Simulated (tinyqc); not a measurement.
Course in time: spin coating of a resist or spin-on film: centrifugal thinning, evaporation and the final thickness (Emslie and Meyerhofer models). Computed by tinyqc, a small Python program. Command: `OMP_NUM_THREADS=1 python tinyqc.py 3111437 3111438 out.jsonl spincoat walk`. One thread of a shared host (Intel(R) Xeon(R) Processor @ 2.30GHz), about 0.1 s of CPU time with the checks.

A Newtonian film stays uniform over the wafer; solvent and solids have the same density and the concentration is uniform through the thickness.

Inputs (values chosen for the exercise, of the order of those of a polymer resist in an ester solvent):

| quantity | value | unit |
|---|---|---|
| solids volume fraction c0 | 0.11 | - |
| kinematic viscosity of the solvent nu_s | 1.2 | mm^2/s |
| viscosity constant k | 3800 | mm^2/s |
| viscosity exponent gamma | 3.4 | - |
| spin speed f | 5000 | rpm |
| evaporation rate at 1000 rpm e0 | 0.17 | micrometre/s |
| starting thickness h0 | 400 | micrometre |
| wafer radius R | 50 | mm |
| shrinkage in the bake | 6 | % |

Method:
- omega = 2 pi f/60; nu(c) = nu_s + k c^gamma; evaporation rate e = e0 sqrt(f/1000 rpm).
- Flow constant K = 2 omega^2/(3 nu(c0)); Reynolds number of the air omega R^2/nu_air with nu_air = 15 mm^2/s.
- Meyerhofer estimate: flow rules until (1 - c0) K h^3 = e, then evaporation alone: h_w = (e/((1 - c0) K))^(1/3), dry film c0 h_w.
- Full model for solids s and liquid l per area, h = s + l, c = s/h: ds/dt = -c Q, dl/dt = -(1 - c) Q - e, Q = 2 omega^2 h^3/(3 nu(c)); integrated adaptively (relative tolerance 1e-9) until l = 0.
- Dry film = s at l = 0, before the bake; film after the bake = s x (1 - shrinkage).
- Times are fractions of the time to dry.

omega = 523.599 1/s

evaporation rate e = 0.380132 micrometre/s

dry film = 256.101 nm

dry film, estimate = 217.145 nm

History:

| fraction | t (s) | h (micrometre) | c | nu (mm^2/s) | Q/e | s (nm) |
|---|---|---|---|---|---|---|
| 0.003 | 0.0185 | 22.005 | 0.11002 | 3.29 | 1.5557e+03 | 2421.1 |
| 0.010 | 0.0618 | 12.063 | 0.11014 | 3.30 | 2.5569e+02 | 1328.7 |
| 0.030 | 0.1854 | 6.960 | 0.11074 | 3.34 | 4.8539e+01 | 770.8 |
| 0.100 | 0.6180 | 3.789 | 0.11462 | 3.61 | 7.2539e+00 | 434.3 |
| 0.200 | 1.2360 | 2.637 | 0.12369 | 4.32 | 2.0411e+00 | 326.1 |
| 0.350 | 2.1629 | 1.903 | 0.14510 | 6.56 | 5.0466e-01 | 276.1 |
| 0.500 | 3.0899 | 1.454 | 0.17947 | 12.25 | 1.2073e-01 | 261.0 |
| 0.700 | 4.3259 | 0.962 | 0.26659 | 43.63 | 9.8151e-03 | 256.5 |
| 0.900 | 5.5619 | 0.491 | 0.52157 | 416.79 | 1.3657e-04 | 256.1 |

Q/e drops below 1 between t = 1.2 and 2.2 s, when c has risen from 0.11 to about 0.145; after that row the solids fall by a further 7 %. The full model gives 1.18 times the two-stage estimate.
